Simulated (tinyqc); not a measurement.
# Pillar capacitor in an array: capacitance, non-linearity, leakage and relaxation: effects of single changes

A film between two metal electrodes, each interface adding a series capacitance ci. The small-signal permittivity is ek (1 + aq E^2); the field is found with the linear permittivity. Leakage J = J0 sinh(E/Ef). After a voltage step the film passes a relaxation current kr C V tt^(-nr), tt being the time in seconds. The sidewall is a coaxial capacitor with radii a = dm/2 and b = dm/2 + t, depth AR dm; the end face is left out.

Parameters, values chosen for the exercise; permittivity of the order of that of aluminium oxide:
```
symbol    value       unit                                                             meaning
ek         8.84                                              relative permittivity of the film
t           4.5         nm                                                      film thickness
ci         1000    uF/cm^2  capacitance of each electrode interface (dead layer and screening)
aq       0.0024  cm^2/MV^2                     quadratic field coefficient of the permittivity
V           2.4          V                                                                bias
J0      5.4e-11     A/cm^2                                                   leakage prefactor
Ef          0.2      MV/cm                             field for an e-fold rise of the leakage
dm           29         nm                                              diameter of the pillar
pt           69         nm                                           pitch of the square array
rho         110    uohm cm                                  resistivity of the inner electrode
```

Constants: eps0 = 8.8541878128e-14 F/cm where lengths are in cm. Results are converted to the units shown.

Each table varies one quantity; the others keep the values above.

## Capacitance, non-linearity and leakage against thickness

Planar film: Cf = eps0 ek/t, 1/C = 1/Cf + 2/ci, EOT = 3.9 eps0/C, effective permittivity C t/eps0, E = (V/t) C/Cf; quadratic coefficient [C(V)/C - 1]/V^2 with Cf (1 + aq E^2) in C(V).

Results:

| t (nm) | C (uF/cm^2) | EOT (nm) | effective permittivity | E (MV/cm) | quadratic coefficient (ppm/V^2) | J (A/cm^2) |
|---|---|---|---|---|---|---|
| 3 | 2.5955 | 1.3304 | 8.7941 | 7.9585 | 26233 | 5.1638e6 |
| 4.3 | 1.8137 | 1.9040 | 8.8079 | 5.5611 | 12836 | 32.155 |
| 6.3 | 1.2393 | 2.7863 | 8.8181 | 3.8001 | 6001.5 | 0.0048210 |
| 9.2 | 0.84933 | 4.0657 | 8.8250 | 2.6043 | 2821.0 | 1.2203e-5 |
| 13 | 0.60136 | 5.7422 | 8.8294 | 1.8439 | 1415.0 | 2.7253e-7 |
| 19 | 0.41161 | 8.3893 | 8.8327 | 1.2621 | 663.18 | 1.4860e-8 |
| 41 | 0.19083 | 18.095 | 8.8366 | 0.58514 | 142.61 | 5.0203e-10 |
| 60 | 0.13042 | 26.477 | 8.8377 | 0.39990 | 66.615 | 1.9574e-10 |

Estimate the missing row, t = 28 nm.

Computed row:

| t (nm) | C (uF/cm^2) | EOT (nm) | effective permittivity | E (MV/cm) | quadratic coefficient (ppm/V^2) | J (A/cm^2) |
|---|---|---|---|---|---|---|
| 28 | 0.27938 | 12.360 | 8.8351 | 0.85666 | 305.61 | 1.9566e-9 |

With this row back in the table: C falls from 2.60 to 0.130 uF/cm^2 while the effective permittivity goes from 8.79 to 8.84 (ek = 8.84). EOT is a straight line in t with slope 3.9/ek = 0.441 and intercept 0.00691 nm. The quadratic coefficient goes as t^(-1.99) between the first two rows and t^(-2.00) between the last two (-2 without interfaces), and J falls by 16.4 decades. For t = 3 direct tunnelling, left out, would add to the leakage.

## Cell against the aspect ratio

Per length 1/c = ln(b/a)/(2 pi eps0 ek) + (1/a + 1/b)/(2 pi ci); cell capacitance c AR dm; per footprint over pt^2; fields c V/(2 pi eps0 ek r) at r = a and b; resistance of the inner electrode rho AR dm/(pi a^2); time constant R C/3 of the distributed line.

The same in every row: field at a (MV/cm) = 6.1022; field at b (MV/cm) = 4.6569.

Results:

| AR | cell capacitance (fF) | per footprint (uF/cm^2) | R (kohm) | R C/3 (ps) |
|---|---|---|---|---|
| 5 | 0.26290 | 5.5220 | 0.24148 | 0.021161 |
| 10 | 0.52580 | 11.044 | 0.48295 | 0.084646 |
| 20 | 1.0516 | 22.088 | 0.96591 | 0.33858 |
| 30 | 1.5774 | 33.132 | 1.4489 | 0.76181 |
| 50 | 2.6290 | 55.220 | 2.4148 | 2.1161 |
| 100 | 5.2580 | 110.44 | 4.8295 | 8.4646 |

Estimate the missing row, AR = 70.

Computed row:

| AR | cell capacitance (fF) | per footprint (uF/cm^2) | R (kohm) | R C/3 (ps) |
|---|---|---|---|---|
| 70 | 3.6806 | 77.308 | 3.3807 | 4.1476 |

With this row back in the table: As AR goes from 5 to 100, the cell capacitance rises from 0.263 to 5.26 fF, the capacitance per footprint rises from 5.52 to 110 uF/cm^2, the ratio of the two fields stays at 1.31 and R C/3 rises from 0.0212 to 8.46 ps; the time constant goes as AR^(2.00) between the first two rows and AR^(2.00) between the last two.

Numbers from tinyqc (`OMP_NUM_THREADS=1 python tinyqc.py 2102074 2102075 out.jsonl`; about 0.01 s on one thread of a shared Intel Xeon 2.30GHz).
